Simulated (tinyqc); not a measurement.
## Pinning factor and decay constant from two barriers

Question. phiB = S (phiM - chi) + (1 - S)(Eg - E0) with S = 1/(1 + (1/S0 - 1) exp(-be ti)). Find S0, S at the given thickness and be.

Inputs (values chosen for the exercise); semiconductor values close to those of gallium nitride; interlayer mass of the order of that in strontium titanate, offset chosen freely:

| symbol | value | unit | meaning |
|---|---|---|---|
| Eg | 3.43 | eV | band gap |
| chi | 4.06 | eV | electron affinity |
| E0 | 2.2 | eV | charge-neutrality level above the valence band |
| phiM | 4.4 | eV | metal work function |

phiB at ti = 0, 0.3 nm (eV): [0.696, 0.45524715]

Solution. Each barrier gives its S by linear interpolation between the pinned and the unpinned value; the ratio of the two values of 1/S - 1 is exp(be ti).

S0 = 0.600
S = 0.871
be = 5.00 1/nm

Computed by the program tinyqc: `OMP_NUM_THREADS=1 python tinyqc.py 2270109 2270110 out.jsonl`, one thread of a shared Intel Xeon 2.30GHz, about 0.04 s for the whole run.
